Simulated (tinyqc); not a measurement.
Hueckel theory of the pi electrons, for the molecule c1ccc(-c2ccccc2)cc1 (SMILES; centres numbered as the heavy atoms are written), step by step. One step of it, computed by the program tinyqc.

Question. Energy, charges, bond orders. E = sum n x; q_r = z_r - P_rr; bond order p = P_rs; free valence = sqrt(3) - sum of p over the bonds of the atom.

x values: [2.278414, 1.891220, 1.317431, 1.000000, 1.000000, 0.704624, -0.704624, -1.000000, -1.000000, -1.317431, -1.891220, -2.278414]

occupations: [2.000000, 2.000000, 2.000000, 2.000000, 2.000000, 2.000000, 0.000000, 0.000000, 0.000000, 0.000000, 0.000000, 0.000000]

charge and bond-order matrix P, order 1C, 2C, 3C, 4C, 5C, 6C, 7C, 8C, 9C, 10C, 11C, 12C:
```
[[1.000000, 0.660128, 0.000000, -0.306900, 0.000000, 0.112086, 0.000000, -0.095646, 0.000000, 0.112086, 0.000000, 0.660128],
 [0.660128, 1.000000, 0.676614, 0.000000, -0.041365, 0.000000, 0.008220, 0.000000, 0.008220, 0.000000, -0.323386, 0.000000],
 [0.000000, 0.676614, 1.000000, 0.618763, 0.000000, -0.145230, 0.000000, 0.112086, 0.000000, -0.145230, 0.000000, -0.323386],
 [-0.306900, 0.000000, 0.618763, 1.000000, 0.369667, 0.000000, -0.041365, 0.000000, -0.041365, 0.000000, 0.618763, 0.000000],
 [0.000000, -0.041365, 0.000000, 0.369667, 1.000000, 0.618763, 0.000000, -0.306900, 0.000000, 0.618763, 0.000000, -0.041365],
 [0.112086, 0.000000, -0.145230, 0.000000, 0.618763, 1.000000, 0.676614, 0.000000, -0.323386, 0.000000, -0.145230, 0.000000],
 [0.000000, 0.008220, 0.000000, -0.041365, 0.000000, 0.676614, 1.000000, 0.660128, 0.000000, -0.323386, 0.000000, 0.008220],
 [-0.095646, 0.000000, 0.112086, 0.000000, -0.306900, 0.000000, 0.660128, 1.000000, 0.660128, 0.000000, 0.112086, 0.000000],
 [0.000000, 0.008220, 0.000000, -0.041365, 0.000000, -0.323386, 0.000000, 0.660128, 1.000000, 0.676614, 0.000000, 0.008220],
 [0.112086, 0.000000, -0.145230, 0.000000, 0.618763, 0.000000, -0.323386, 0.000000, 0.676614, 1.000000, -0.145230, 0.000000],
 [0.000000, -0.323386, 0.000000, 0.618763, 0.000000, -0.145230, 0.000000, 0.112086, 0.000000, -0.145230, 1.000000, 0.676614],
 [0.660128, 0.000000, -0.323386, 0.000000, -0.041365, 0.000000, 0.008220, 0.000000, 0.008220, 0.000000, 0.676614, 1.000000]]
```

Centres:
```
centre  z_r, pi electrons of the neutral centre         h
1C                                            1  0.000000
2C                                            1  0.000000
3C                                            1  0.000000
4C                                            1  0.000000
5C                                            1  0.000000
6C                                            1  0.000000
7C                                            1  0.000000
8C                                            1  0.000000
9C                                            1  0.000000
10C                                           1  0.000000
11C                                           1  0.000000
12C                                           1  0.000000
```

Bonds:
```
i    j  k
1    2  1
2    3  1
3    4  1
4    5  1
5    6  1
6    7  1
7    8  1
8    9  1
9   10  1
4   11  1
11  12  1
12   1  1
10   5  1
```

Give: pi energy = 12 alpha + this times beta; pi charges; Bond orders and lengths from R = 1.517 - 0.180 p; free valence of the carbons; gap between the highest filled and the next level.

Answer.

pi energy = 12 alpha + this times beta = 16.383

pi charges: [0.000, 0.000, 0.000, 0.000, 0.000, 0.000, 0.000, 0.000, 0.000, 0.000, 0.000, 0.000]

Bond orders and lengths from R = 1.517 - 0.180 p (angstrom, C-C alone):
```
bond       p      R
1-2    0.660  1.398
2-3    0.677  1.395
3-4    0.619  1.406
4-5    0.370  1.450
5-6    0.619  1.406
6-7    0.677  1.395
7-8    0.660  1.398
8-9    0.660  1.398
9-10   0.677  1.395
4-11   0.619  1.406
11-12  0.677  1.395
12-1   0.660  1.398
10-5   0.619  1.406
```

free valence of the carbons: [0.412, 0.395, 0.437, 0.125, 0.125, 0.437, 0.395, 0.412, 0.395, 0.437, 0.437, 0.395]

gap between the highest filled and the next level = 1.409 |beta|
